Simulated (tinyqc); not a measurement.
From results back to parameters: Kane-Mele model of a buckled honeycomb layer in a normal field.

Problem. The gaps of the two spins at a valley are 2|D - lam| and 2 (D + lam), where 2 lam is the gap at zero field and D = e b Ez > 0. The layer is known to be an ordinary band insulator. The gaps come from hidden lam and Ez.

Values chosen for the exercise (out of a larger set: of the size used for silicene; not measured data): b = 0.24 angstrom (half the buckling height).

gaps (meV): 4.6800  25.0800

Find: lam; Ez.

Solution. A quarter of the sum is the larger of D and lam, a quarter of the difference the smaller; the gaps alone cannot say which is which. Here D > lam.

lam = 5.10 meV
Ez = 0.0310 V/angstrom

tinyqc: `OMP_NUM_THREADS=1 python tinyqc.py 1450173 1450174 out.jsonl`; about 0.01 s, one thread, shared Intel(R) Xeon(R) Processor @ 2.30GHz.
